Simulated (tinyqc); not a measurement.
Born-Oppenheimer dynamics on the unrestricted B3LYP (VWN-RPA form)/sto-6g surface (energies and gradients from PySCF), for H4, spin multiplicity 3, step by step. One step of it, computed by the program tinyqc.

Task: Velocity Verlet step 1. dt = 0.5 fs = 20.6707 atomic units; x' = x + v dt - g dt^2 / (2m); after the new gradient g', v' = v - (g + g') dt / (2m).

positions (bohr):
```
            x          y          z
1H   0.032125   0.085038  -0.052912
2H  -0.015118  -0.035905   1.560914
3H   0.026456   1.836814   0.039684
4H   0.030236   1.844373   1.472097
```

velocities (bohr per atomic time unit):
```
               x             y             z
1H   0.000148250   0.000830500  -0.000235500
2H  -0.000355750  -0.000455500   0.000213500
3H   0.000078250  -0.000227500   0.000743500
4H   0.000129250  -0.000147500  -0.000721500
```

gradient (hartree/bohr):
```
              x            y            z
1H  -0.00227790   0.06098095   0.19211370
2H   0.00346258   0.06193816  -0.17660853
3H  -0.00271969  -0.05597839   0.18401249
4H   0.00153529  -0.06694136  -0.19951913
```

masses (electron masses): 1H 1837.152588, 2H 1837.152588, 3H 1837.152588, 4H 1837.152588

gradient after step 1 (hartree/bohr):
```
              x            y            z
1H  -0.00232969   0.06131007   0.17675353
2H   0.00374679   0.06135085  -0.15883441
3H  -0.00315582  -0.05494461   0.16516906
4H   0.00173897  -0.06771727  -0.18308982
```

Give: positions after step 1; velocities after step 1.

Result:

positions after step 1 (bohr):
```
          x        y        z
1H   0.0355   0.0951  -0.0801
2H  -0.0229  -0.0525   1.5859
3H   0.0284   1.8386   0.0337
4H   0.0327   1.8491   1.4804
```

velocities after step 1 (bohr per atomic time unit):
```
             x           y           z
1H   0.0001742   0.0001425  -0.0023107
2H  -0.0003963  -0.0011491   0.0021006
3H   0.0001113   0.0003965  -0.0012209
4H   0.0001108   0.0006101   0.0014310
```
